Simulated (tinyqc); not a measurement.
Strain-driven roughening and islands of a mismatched epitaxial film: one step, computed by the program tinyqc. Command: `OMP_NUM_THREADS=1 python tinyqc.py 3011303 3011304 out.jsonl island walk`. One thread of a shared host (Intel(R) Xeon(R) Processor @ 2.30GHz), about 0.01 s of CPU time with the checks.

Film and substrate share isotropic elastic constants; the film is coherent and biaxially strained.

Problem. Island nucleation. Shallow faceted island (Tersoff form): E = 4 Gam V^(2/3) tan^(1/3)(theta) - 6 c V tan(theta), Gam = gamma [x/sin(theta) - 1/tan(theta)], x the facet energy over gamma, c = stress^2 (1 - nu)/(2 pi G). The barrier is the maximum of E, at V_c = [4 Gam/(9 c)]^3 / tan^2(theta) (1 GPa nm = 1 J/m^2).

Inputs (values chosen for the exercise, for a model film):
```
quantity                                    value     unit
shear modulus G                              55.1      GPa
Poisson ratio nu                             0.24        -
surface energy gamma                         0.78    J/m^2
contact angle of the shallow shape theta_1   10.5  degrees
contact angle of the steep shape theta_2     23.1  degrees
facet energy of shape 1 over gamma          1.004        -
facet energy of shape 2 over gamma          1.046        -
```

stress = 3.07458 GPa

Constants: e = 1.602176634e-19 C.

Give: c; Gam of shape 1; critical volume, shape 1; barrier, shape 1; Gam of shape 2; critical volume, shape 2; barrier, shape 2.

Solution.

c = 0.020752 GPa

Gam of shape 1 = 0.088793 J/m^2

critical volume, shape 1 = 200.21 nm^3

barrier, shape 1 = 14.418 eV

Gam of shape 2 = 0.25085 J/m^2

critical volume, shape 2 = 852.40 nm^3

barrier, shape 2 = 141.27 eV

The shallow shape has the lower barrier. Each barrier is a third of the surface term at V_c and scales as Gam^3/c^2, that is as f^(-4).
